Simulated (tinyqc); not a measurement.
# Undoped symmetric double-gate MOSFET, analytic potential model: effect of the temperature

An undoped body of thickness ts between two equal insulators and tied gates; long channel, electrons only, n = ni exp((psi - V)/Vt) with V the quasi-Fermi potential (0 at the source, Vd at the drain), constant mobility, no quantisation. Across the body psi(x) = V - 2 Vt ln[(ts/(2 beta)) sqrt(q ni/(2 eps0 eps_r Vt)) cos(2 beta x/ts)], x from the centre. Q is the electron charge per area of the whole body.

Nc and Nv are given at 300 K and scale as (T/300 K)^1.5; Eg and mu are held fixed. ni = sqrt(Nc Nv) exp(-Eg/(2 Vt)), Eg in volts; r = eps_r tox/(eox ts); V0 = dphi + 2 Vt ln[(2/ts) sqrt(2 eps0 eps_r Vt/(q ni))]. beta (between 0 and pi/2) solves (Vg - V0 - V)/(2 Vt) = ln(beta) - ln(cos beta) + 2 r beta tan(beta). Q = 8 eps0 eps_r Vt beta tan(beta)/ts; I = mu (1/L)(4 eps0 eps_r/ts)(2 Vt)^2 [g(beta_s) - g(beta_d)] per width, g = beta tan(beta) - beta^2/2 + r beta^2 tan^2(beta), with beta_s at V = 0 and beta_d at V = Vd.  I(low) is taken at Vg = 0.02 V, Qs and I(high) at Vg = 0.77 V.

Inputs (values chosen for the exercise); material values close to those of In0.53Ga0.47As:
```
symbol    value        unit                                                         meaning
Eg        0.742          eV                                                        band gap
eps_r      14.2                                  relative permittivity of the semiconductor
Nc      2.12e17       cm^-3  conduction-band density of states at the reference temperature
Nv      7.72e18       cm^-3     valence-band density of states at the reference temperature
eox        7.25                                 relative permittivity of the gate insulator
tox         2.3          nm                                             insulator thickness
ts            8          nm                                                  body thickness
dphi      -0.12           V              gate work function less that of the intrinsic body
mu          480  cm^2/(V s)                                                channel mobility
L             1          um                                                     gate length
Vd         0.05           V                                                   drain voltage
```

Constants: q = 1.602176634e-19 C, kB = 1.380649e-23 J/K, Vt = kB T/q, eps0 = 8.8541878128e-14 F/cm where lengths are in cm. Results are converted to the units shown.

Result of one run:
```
V0 (V)  I(low) (nA/um)  Qs(high) (nC/cm^2)  I(high) (uA/um)
0.2677         0.02564                2287            51.87
```

Which temperature T gave this result: 220, 250, 280 or 310 K?

T = 250 K.

The whole series:
```
T (K)  V0 (V)  I(low) (nA/um)  Qs(high) (nC/cm^2)  I(high) (uA/um)
220    0.2669        0.004444                2324            52.71
250    0.2677         0.02564                2287            51.87
280    0.2683          0.1041                2255            51.14
310    0.2688          0.3281                2227            50.50
340    0.2692          0.8574                2202            49.94
370    0.2695           1.941                2181            49.45
400    0.2696           3.925                2162            49.03
430    0.2697           7.254                2145            48.67
```

As T goes from 220 to 430 K, I(low) rises from 0.00444 to 7.25 nA/um and I(high) falls from 52.7 to 48.7 uA/um. V0 rises from 0.267 to 0.270 V. In every row the surface density at the source at the higher gate voltage passes 0.3 Nc, where Boltzmann statistics fail. In every row the mobility is held fixed, though a real one changes with T.

Program tinyqc, `OMP_NUM_THREADS=1 python tinyqc.py 2440066 2440067 out.jsonl`; Intel Xeon 2.30GHz, shared host, one thread, about 0.01 s.
